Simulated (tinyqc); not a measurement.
# Error from band bending against le

In A the levels shift by pb (1 - z/W)^2 for z < W. The signal from depth z is weighted by exp(-z/le)/le, so the centroid shifts by pb [1 - 2/a + (2/a^2)(1 - exp(-a))], a = W/le, and the error of iA against its value at the interface is that less pb.

Parameters, values chosen for the exercise:
- pb = 0.47 V (band bending in A at the interface)
- W = 9.6 nm (width of the bent region)

Error from band bending against le:

| le (nm) | a | centroid shift (eV) | error (meV) |
|---|---|---|---|
| 0.5 | 19.200 | 0.42359 | -46.408 |
| 1.9 | 5.0526 | 0.32054 | -149.46 |
| 3.4 | 2.8235 | 0.24799 | -222.01 |
| 4.8 | 2.0000 | 0.20320 | -266.80 |
| 6.2 | 1.5484 | 0.17164 | -298.36 |
| 7.7 | 1.2468 | 0.14696 | -323.04 |
| 9.1 | 1.0549 | 0.12948 | -340.52 |
| 10.6 | 0.90566 | 0.11480 | -355.20 |
| 12 | 0.80000 | 0.10380 | -366.20 |

The size of the error rises from 46.4 to 366 meV; for large a it is 2 |pb|/a. It is below 50 meV, a typical accuracy of the method, in 1 of the 9 rows. Heavily doped substrates and deep-probing photons need the correction.

Program tinyqc, `OMP_NUM_THREADS=1 python tinyqc.py 2410119 2410120 out.jsonl`; Intel Xeon 2.30GHz, shared host, one thread, about 0.01 s.
